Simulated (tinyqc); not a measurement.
# Resistance of a tapered via with liner, size effect and interface: what changes with what

A round via whose diameter grows from db at the bottom as D(z) = db + 2 z/tan(ang). The fill, of diameter D - 2 tl, starts above the bottom liner (thickness fb tl) and has rho = rho0 (1 + ks lam/(D - 2 tl)); the sidewall liner conducts in parallel with it. The bottom liner and the interface are crossed over the full area pi db^2/4. Spreading in the lines above and below is left out.

Parameters, values chosen for the exercise; fill metal close to cobalt:
- db = 11 nm (diameter at the bottom)
- hv = 22 nm (height)
- ang = 87 degrees (sidewall angle)
- rho0 = 6.12 uohm cm (bulk resistivity of the fill)
- lam = 11.9 nm (mean free path of the fill)
- ks = 0.7 (size-effect factor)
- tl = 1.4 nm (liner on the sidewall)
- fb = 0.7 (liner at the bottom over that on the sidewall)
- rl = 160 uohm cm (resistivity of the liner)
- ri = 5.9e-13 ohm cm^2 (interface resistivity at the bottom)
- Sb = 1e15 S/m^2 (ballistic conductance per area, about 3/(4 rho0 lam))
- rho2 = 5.33 uohm cm (bulk resistivity of the second fill (close to molybdenum))
- lam2 = 11 nm (its mean free path)
- tl2 = 0.2 nm (its liner)

Each table varies one quantity; the others keep the values above.

## Via resistance against the diameter at the bottom

Slices between z0 = fb tl and hv, evaluated at their midpoints: conductance per length pi/4 [(D - 2 tl)^2/rho + (D^2 - (D - 2 tl)^2)/rl], slice resistance = slice height over that. 2000 slices. R_fill = sum of the slices; R_bottom = rl fb tl/(pi db^2/4); R_interface = ri/(pi db^2/4); ballistic (Sharvin) limit 1/(Sb pi (db - 2 tl)^2/4); ideal cylinder rho0 hv/(pi db^2/4).

Result of one run:

| db (nm) | R_fill (ohm) | R_bottom (ohm) | R_interface (ohm) | R (ohm) | ballistic limit (ohm) | R over ideal cylinder | largest part |
|---|---|---|---|---|---|---|---|
| 22 | 5.4743 | 4.1249 | 0.15521 | 9.7543 | 3.4539 | 2.7540 | fill |

What becomes of these results when the diameter at the bottom db is changed from 22 to 11 nm, all else the same?

Result of the changed run:

| db (nm) | R_fill (ohm) | R_bottom (ohm) | R_interface (ohm) | R (ohm) | ballistic limit (ohm) | R over ideal cylinder | largest part |
|---|---|---|---|---|---|---|---|
| 11 | 33.920 | 16.500 | 0.62084 | 51.040 | 18.936 | 3.6026 | fill |

The whole series:

| db (nm) | R_fill (ohm) | R_bottom (ohm) | R_interface (ohm) | R (ohm) | ballistic limit (ohm) | R over ideal cylinder | largest part |
|---|---|---|---|---|---|---|---|
| 6 | 223.29 | 55.457 | 2.0867 | 280.84 | 124.34 | 5.8975 | fill |
| 8.3 | 78.085 | 28.980 | 1.0905 | 108.16 | 42.091 | 4.3463 | fill |
| 11 | 33.920 | 16.500 | 0.62084 | 51.040 | 18.936 | 3.6026 | fill |
| 16 | 12.241 | 7.7986 | 0.29344 | 20.333 | 7.3074 | 3.0364 | fill |
| 22 | 5.4743 | 4.1249 | 0.15521 | 9.7543 | 3.4539 | 2.7540 | fill |
| 30 | 2.6037 | 2.2183 | 0.083468 | 4.9054 | 1.7210 | 2.5753 | fill |
| 42 | 1.2033 | 1.1318 | 0.042586 | 2.3776 | 0.82859 | 2.4466 | fill |
| 58 | 0.58849 | 0.59347 | 0.022331 | 1.2043 | 0.41786 | 2.3632 | bottom liner |
| 80 | 0.29392 | 0.31194 | 0.011738 | 0.61760 | 0.21364 | 2.3057 | bottom liner |

R falls from 281 to 0.618 ohm. The fill is the largest part at db = 6, the bottom liner from 58 on. R goes as db^(-2.94) between the first two rows and db^(-2.08) between the last two; area alone gives -2. In every row the ballistic limit exceeds half of R_fill, so the diffusive model understates R.

## Via resistance against the interface resistivity at the bottom

Same model as above.

2000 slices.

The same in every row: R_fill (ohm) = 33.92; R_bottom (ohm) = 16.50; ballistic limit (ohm) = 18.94.

Results:

| ri (ohm cm^2) | R_interface (ohm) | R (ohm) | R over ideal cylinder | largest part |
|---|---|---|---|---|
| 2e-13 | 0.2105 | 50.63 | 3.574 | fill |
| 1e-12 | 1.052 | 51.47 | 3.633 | fill |
| 2e-12 | 2.105 | 52.52 | 3.707 | fill |
| 6e-12 | 6.314 | 56.73 | 4.004 | fill |
| 1e-11 | 10.52 | 60.94 | 4.301 | fill |
| 3e-11 | 31.57 | 81.99 | 5.787 | fill |

Estimate the missing row, ri = 5e-13 ohm cm^2.

Computed row:

| ri (ohm cm^2) | R_interface (ohm) | R (ohm) | R over ideal cylinder | largest part |
|---|---|---|---|---|
| 5e-13 | 0.5261 | 50.95 | 3.596 | fill |

With this row back in the table: R rises from 50.6 to 82.0 ohm. The fill is the largest part at ri = 2e-13 and in all other rows. The share of the two bottom terms goes from 33.0 to 58.6 %. In every row the ballistic limit exceeds half of R_fill, so the diffusive model understates R.

## Two fill metals against the diameter

2000 slices. R_fill = sum of the slices; R_bottom = rl fb tl/(pi db^2/4); R_interface = ri/(pi db^2/4). The second fill has rho2, lam2 and tl2 in place of rho0, lam and tl.

Two fill metals against the diameter:

| db (nm) | R, first fill (ohm) | R, second fill (ohm) | ratio second/first |
|---|---|---|---|
| 6 | 280.8 | 81.96 | 0.2918 |
| 8.5 | 101.3 | 37.21 | 0.3675 |
| 12 | 40.94 | 17.22 | 0.4207 |
| 17 | 17.63 | 8.011 | 0.4544 |
| 24 | 8.025 | 3.802 | 0.4738 |
| 35 | 3.512 | 1.704 | 0.4853 |
| 49 | 1.716 | 0.8419 | 0.4907 |
| 70 | 0.8142 | 0.4020 | 0.4938 |
| 100 | 0.3902 | 0.1933 | 0.4954 |

What does the comparison show?

The ratio goes from 0.292 to 0.495. The second fill gives the lower R in every row.

Computed by the program tinyqc: `OMP_NUM_THREADS=1 python tinyqc.py 2750005 2750006 out.jsonl`, one thread of a shared Intel Xeon 2.30GHz, about 0.01 s for the whole run.
